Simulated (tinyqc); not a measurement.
## Fermi velocity from one capacitance

Inverse problem. At zero temperature and without traps graphene has Cq = 2 q^3 phi/(pi hbar^2 vF^2), charge Cq phi/2, 1/C_G = 1/Cox + 1/Cq and Vg = phi + Cq phi/(2 Cox). Find Cq, phi, vF and n.

Constants: q = 1.602176634e-19 C, hbar = 1.054571817e-34 J s. Results are converted to the units shown.

Vg = 0.76282960 V
C_G = 0.82603552 uF/cm^2
Cox = 1.0156274 uF/cm^2

Answer. The series relation gives Cq, the voltage relation phi = Vg/(1 + Cq/(2 Cox)), and the formula for Cq then vF.

Cq = 4.425 uF/cm^2
phi = 0.2400 V
vF = 1.130e6 m/s
n = 3.314e12 cm^-2

Numbers from tinyqc (`OMP_NUM_THREADS=1 python tinyqc.py 2200129 2200130 out.jsonl`; about 0.01 s on one thread of a shared Intel Xeon 2.30GHz).
